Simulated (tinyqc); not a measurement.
Static screening by free carriers: sweeps and comparisons. A value that a table varies takes the place of the one given here.

kF = (3 pi^2 n/Mv)^(1/3), EF = c kF^2/m with c = hbar^2/2m0, n in 1/angstrom^3 (1e-24 per 1/cm^3), e2 = e^2/(4 pi eps0). Thomas-Fermi: qTF^2 = 6 pi e2 n/(eps EF). Debye: qD^2 = 4 pi e2 n/(eps kB T).

F_j(eta) = (1/Gamma(j + 1)) integral_0^infinity x^j dx/(1 + exp(x - eta)), which tends to exp(eta) for eta << 0.

At finite T: qs^2 = qD^2 F_-1/2(eta)/F_1/2(eta), where n = Mv N F_1/2(eta) and N = 2 (m kB T/(4 pi c))^(3/2) with c = hbar^2/2m0, in 1/angstrom^3; times 1e24 for 1/cm^3.

Donor in the screened potential -(e2/eps) exp(-qs r)/r with the trial function exp(-r/a): E(a) = c/(m a^2) - (e2/eps) 4/(a (2 + qs a)^2), e2 = e^2/(4 pi eps0), c = hbar^2/2m0; isotropic mass.

Lindhard at zero temperature: eps(q)/eps = 1 + (qTF/q)^2 L(x), x = q/(2 kF), L(x) = 1/2 + ((1 - x^2)/(4x)) ln|(1 + x)/(1 - x)|.

Constants: hbar^2/2m0 = 3.80998211 eV angstrom^2; e^2/(4 pi eps0) = 14.39964547 eV angstrom; kB = 8.617333262e-05 eV/K; a0 (Bohr radius) = 0.5291772105 angstrom.

Parameters, chosen for this exercise (near those of GaAs; shifted at random, so the results belong to these values and not to a real crystal):
```
symbol  value    unit    meaning
m       0.0663   m0      mass of one isotropic valley
Mv      1                valleys
eps     12.9             background dielectric constant
T       300      K
n       9.9e+17  1/cm^3  carrier density
```

## Screening unbinds the donor

All carriers n are taken as free and screen with qs(T); E(a) is minimised over a; a dash marks no bound state. aB = a0 eps/m.

Donor level:
```
n (1/cm^3)  n^(1/3) aB  qs aB  E (meV)   a/aB
7.0e+12          0.020  0.006    -5.35  1.000
6.0e+13          0.040  0.019    -5.22  1.000
3.0e+14          0.069  0.042    -4.98  1.001
9.0e+14          0.099  0.072    -4.68  1.004
3.0e+15          0.148  0.131    -4.13  1.011
6.0e+15          0.187  0.185    -3.66  1.022
2.0e+16          0.279  0.336    -2.54  1.067
4.0e+16          0.352  0.472    -1.73  1.129
```

aB = 103.0 angstrom

The level rises from -5.35 meV at the lowest density to -1.73 meV at 4e+16 1/cm^3, against -5.42 meV unscreened. It stays bound over this range. This trial function loses binding at qs aB = 1 and the exact Yukawa problem at 1.19; the Mott rule of thumb is n^(1/3) aB = 0.26, which the last bound row of this table passes: the rule belongs to low temperature, and thermal carriers screen more weakly.

## From Debye to Thomas-Fermi

Screening lengths (angstrom):
```
n (1/cm^3)    eta  Debye  Thomas-Fermi  finite T
1.0e+15     -6.06   1358         161.7      1358
9.0e+15     -3.86  452.5         112.1     454.2
4.0e+16     -2.34  214.7         87.43     218.2
2.0e+17     -0.60  95.99         66.86     103.5
6.0e+17      0.82  55.42         55.67     67.35
2.0e+18      3.10  30.36         45.55     47.74
9.0e+18      9.11  14.31         35.45     35.63
3.0e+19     20.50  7.838         29.00     29.03
```

Debye is within 5 % of the finite-T length up to 4e+16 1/cm^3 of the densities listed and Thomas-Fermi from 2e+18 on. The length goes as n^-0.50 at the low end and n^-0.17 at the high end, against the limits -1/2 and -1/6. Both limits give too short a length.

## Static response in three, two and one dimensions

kF = 0.0308332 1/angstrom
qTF = 0.0195266 1/angstrom

x = q/(2 kF). Response over its long-wave value: L3 as above; L2 = 1 for x <= 1 and 1 - sqrt(1 - 1/x^2) beyond; L1 = ln|(1 + x)/(1 - x)|/(2x).

Response:
```
x         L3     L2     L1  eps(q)/eps, Lindhard 3D  Thomas-Fermi
0.100  0.997  1.000  1.003                    10.99         11.03
0.301  0.969  1.000  1.032                    2.073         2.107
0.502  0.911  1.000  1.100                    1.363         1.398
0.703  0.814  1.000  1.242                    1.165         1.203
0.904  0.651  1.000  1.652                    1.080         1.123
0.985  0.537  1.000  2.480                    1.055         1.103
1.025  0.446  0.780  2.144                    1.043         1.095
1.105  0.350  0.575  1.357                    1.029         1.082
1.306  0.227  0.357  0.773                    1.013         1.059
1.608  0.141  0.217  0.453                    1.005         1.039
2.211  0.071  0.108  0.221                    1.001         1.021
```

Next to x = 1 the table has L3 = 0.537 and 0.446, L2 = 1.000 and 0.780, L1 = 2.480 and 2.144: an infinite slope in 3D, a kink in 2D and a logarithmic peak in 1D, where the whole Fermi surface is joined by 2 kF. These features give Friedel oscillations of period pi/kF = 102 angstrom at zero temperature; they wash out once kT nears EF, so this table, for T = 0, describes the gas only where EF is well above kT. Thomas-Fermi overstates eps(q) by 2.6 % at x = 0.502 and by 3.3 % at x = 1.608.

## What sets the screening length

All results formed anew. Each row changes one parameter from the base and keeps the others.

Results:
```
case                 Debye (angstrom)  Thomas-Fermi (angstrom)  finite T (angstrom)
base                            43.15                    51.21                57.39
n = 1.98e+18 1/cm^3             30.51                    45.62                47.85
m = 0.0862 m0                   43.15                    44.91                53.35
eps = 15.48                     47.26                    56.10                62.87
T = 360 K                       47.26                    51.21                59.66
Mv = 2                          43.15                    40.65                50.98
```

The largest shifts from the base row, up to three for each result and ties (the steps differ in size, so this ranks the rows, not the parameters). Debye (angstrom): n -12.6, eps +4.12, T +4.12; unchanged at the printed digits by m and Mv. Thomas-Fermi (angstrom): Mv -10.6, m -6.30, n -5.59; unchanged at the printed digits by T. finite T (angstrom): n -9.54, Mv -6.41, eps +5.48.

(tinyqc, `OMP_NUM_THREADS=1 python tinyqc.py 1680979 1680980 out.jsonl`, Intel(R) Xeon(R) Processor @ 2.30GHz, 1 thread, shared host, about 0.01 s.)
